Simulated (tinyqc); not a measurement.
Inside a calculation. Model: modulation-doped quantum well, Poisson-Schroedinger loop.

Computed by the program tinyqc: `OMP_NUM_THREADS=1 python tinyqc.py 2140017 2140018 out.jsonl`, one thread of a shared Intel Xeon 2.30GHz, about 0.1 s for the whole run. Printed values are rounded.

A well of width L centred at z = 0 between barriers Vb; effective-mass electrons in two equivalent valleys, parabolic bands. The electrons come from donor sheets outside the mesh, a share fL of Ns on the left and the rest on the right, so the structure is neutral. Energies are counted from the band edge of the well, with U = 0 on the first node in the Hartree part.

Inputs (values chosen for the exercise); material values those of a made-up well: temperature T = 77 K; in-plane mass md = 0.182 m0; barrier height Vb = 0.188 eV; relative permittivity (all layers) eps_r = 12.7; well width L = 4 nm; mesh step hz = 0.5 nm; sheet density of electrons Ns = 7.7e11 cm^-2; share of the donors on the left side fL = 0.5; applied field along z Fz = 0 kV/cm; mixing factor a = 0.3.

Constants: q = 1.602176634e-19 C, kB = 1.380649e-23 J/K, hbar = 1.054571817e-34 J s, m0 = 9.1093837015e-31 kg, Vt = kB T/q, eps0 = 8.8541878128e-14 F/cm where lengths are in cm, hbar^2/(2 m0) = 0.0380998212 eV nm^2. Results are converted to the units shown.

## Fixed part of the potential

| node | z (nm) |
|---|---|
| 1 | -3.25 |
| 2 | -2.75 |
| 3 | -2.25 |
| 4 | -1.75 |
| 5 | -1.25 |
| 6 | -0.75 |
| 7 | -0.25 |
| 8 | 0.25 |
| 9 | 0.75 |
| 10 | 1.25 |
| 11 | 1.75 |
| 12 | 2.25 |
| 13 | 2.75 |
| 14 | 3.25 |

V0 = 0 in the well and Vb outside, plus q Fz z (1 kV/cm = 1e-4 eV/nm).

| node | fixed potential V0 (eV) |
|---|---|
| 1 | 0.1880000 |
| 2 | 0.1880000 |
| 3 | 0.1880000 |
| 4 | 0.0000000 |
| 5 | 0.0000000 |
| 6 | 0.0000000 |
| 7 | 0.0000000 |
| 8 | 0.0000000 |
| 9 | 0.0000000 |
| 10 | 0.0000000 |
| 11 | 0.0000000 |
| 12 | 0.1880000 |
| 13 | 0.1880000 |
| 14 | 0.1880000 |

## Round 1: levels and probability densities

| node | self-consistent potential U at the start (eV) |
|---|---|
| 1 | 0 |
| 2 | 0 |
| 3 | 0 |
| 4 | 0 |
| 5 | 0 |
| 6 | 0 |
| 7 | 0 |
| 8 | 0 |
| 9 | 0 |
| 10 | 0 |
| 11 | 0 |
| 12 | 0 |
| 13 | 0 |
| 14 | 0 |

mass on the intervals 1/2, 3/2, ... (mean of both at an interface) (m0): [1.1, 1.1, 1.1, 1.1, 1.1, 1.1, 1.1, 1.1, 1.1, 1.1, 1.1, 1.1, 1.1, 1.1, 1.1]

Tridiagonal Hamiltonian with psi = 0 one step beyond both ends: H_ii = C (1/m_(i-1/2) + 1/m_(i+1/2))/hz^2 + V0_i + U_i, H_(i,i+1) = -C/(m_(i+1/2) hz^2), C = hbar^2/(2 m0). The lowest 3 level(s) are kept, normalised to hz sum |psi|^2 = 1.

levels (eV): E1 0.0135862, E2 0.0528027, E3 0.1129228

| node | \|psi\|^2 of E1 (1/nm) | \|psi\|^2 of E2 (1/nm) | \|psi\|^2 of E3 (1/nm) |
|---|---|---|---|
| 1 | 0.0001040 | 0.0006266 | 0.0029638 |
| 2 | 0.0011048 | 0.0055493 | 0.0191501 |
| 3 | 0.0096274 | 0.0386708 | 0.0883972 |
| 4 | 0.0820958 | 0.2608161 | 0.3811393 |
| 5 | 0.1996572 | 0.3970435 | 0.1885484 |
| 6 | 0.3173280 | 0.2594629 | 0.0105760 |
| 7 | 0.3900828 | 0.0378308 | 0.3092251 |
| 8 | 0.3900828 | 0.0378308 | 0.3092251 |
| 9 | 0.3173280 | 0.2594629 | 0.0105760 |
| 10 | 0.1996572 | 0.3970435 | 0.1885484 |
| 11 | 0.0820958 | 0.2608161 | 0.3811393 |
| 12 | 0.0096274 | 0.0386708 | 0.0883972 |
| 13 | 0.0011048 | 0.0055493 | 0.0191501 |
| 14 | 0.0001040 | 0.0006266 | 0.0029638 |

## Round 1: Fermi level and occupations

Level k holds N_k = D_k Vt ln(1 + exp((EF - E_k)/Vt)) with D = 2 md m0 q/(pi hbar^2) per eV (spin included); EF is fixed by sum N_k = Ns.

EF = 0.01444687 eV
N_k (cm^-2): E1 7.668898e11, E2 3.109863e9, E3 3.617843e5

## Round 1: density, output potential and mixing

n_i = sum_k N_k |psi_k|^2 (converted to cm^-3). Hartree part by Gauss: on the interval after node i the enclosed sheet charge is S_i = fL Ns - hz sum_(j<=i) n_j, and U_(i+1) = U_i + q S_i hz/(eps0 eps_r) in eV, U_1 = 0. Mixing: U(new) = U + a (U(out) - U).

| node | n (1e18 cm^-3) | U(out) (eV) | U after round 1 (1e-3 eV) |
|---|---|---|---|
| 1 | 0.000817 | 0.00000000 | 0.000000 |
| 2 | 0.008645 | 0.00274247 | 0.822742 |
| 3 | 0.075035 | 0.00548187 | 1.644561 |
| 4 | 0.637697 | 0.00819454 | 2.458361 |
| 5 | 1.543499 | 0.01068005 | 3.204016 |
| 6 | 2.441625 | 0.01261577 | 3.784732 |
| 7 | 2.992683 | 0.01368178 | 4.104533 |
| 8 | 2.992683 | 0.01368178 | 4.104533 |
| 9 | 2.441625 | 0.01261577 | 3.784732 |
| 10 | 1.543499 | 0.01068005 | 3.204016 |
| 11 | 0.637697 | 0.00819454 | 2.458361 |
| 12 | 0.075035 | 0.00548187 | 1.644561 |
| 13 | 0.008645 | 0.00274247 | 0.822742 |
| 14 | 0.000817 | 0.00000000 | 0.000000 |

## Course of the self-consistent loop

Start from U = 0. Stop when the largest |U(out) - U| is below 1e-7 eV, or after 60 rounds. From round 2 on: Anderson mixing of depth m keeps the last m inputs V and residuals F = V(out) - V(in), fits c by least squares to F = dF c over their successive differences dF, dV, and sets V(new) = V + a F - (dV + a dF) c. Here m = 3.

Course of the iteration:

| round | level E1 (eV) | EF (eV) | largest \|U(out) - U\| (eV) |
|---|---|---|---|
| 1 | 0.01358624 | 0.01444687 | 0.0137 |
| 2 | 0.01724369 | 0.01810107 | 9.55e-3 |
| 3 | 0.02569556 | 0.02654440 | 2.98e-5 |
| 4 | 0.02568286 | 0.02653185 | 6.76e-6 |
| 5 | 0.02568740 | 0.02653638 | 1.25e-8 |

Converged in 5 rounds.

## Converged levels, occupations and centroid

| node | converged U (eV) |
|---|---|
| 1 | 0.00000000 |
| 2 | 0.00274239 |
| 3 | 0.00548113 |
| 4 | 0.00818975 |
| 5 | 0.01065239 |
| 6 | 0.01254666 |
| 7 | 0.01357842 |
| 8 | 0.01357842 |
| 9 | 0.01254666 |
| 10 | 0.01065239 |
| 11 | 0.00818975 |
| 12 | 0.00548113 |
| 13 | 0.00274239 |
| 14 | 0.00000000 |

Solve for the levels with V0 + U, find EF, n_i = sum_k N_k |psi_k|^2 (in cm^-3); share of each level N_k/Ns; centroid sum n z/sum n.

levels (eV): E1 0.0256874, E2 0.0631325, E3 0.1229134
EF = 0.02653638 eV
shares (%): E1 99.47365, E2 0.52629, E3 0.00006

| node | n (1e18 cm^-3) |
|---|---|
| 1 | 0.001026 |
| 2 | 0.010274 |
| 3 | 0.084571 |
| 4 | 0.690591 |
| 5 | 1.595592 |
| 6 | 2.421342 |
| 7 | 2.896604 |
| 8 | 2.896604 |
| 9 | 2.421342 |
| 10 | 1.595592 |
| 11 | 0.690591 |
| 12 | 0.084571 |
| 13 | 0.010274 |
| 14 | 0.001026 |

centroid = 0 nm

With 400 intervals across the well and the same walls, E2 - E1 = 40.56 meV and EF - E1 = 0.8676 meV; this mesh gives 37.45 and 0.8490 meV.
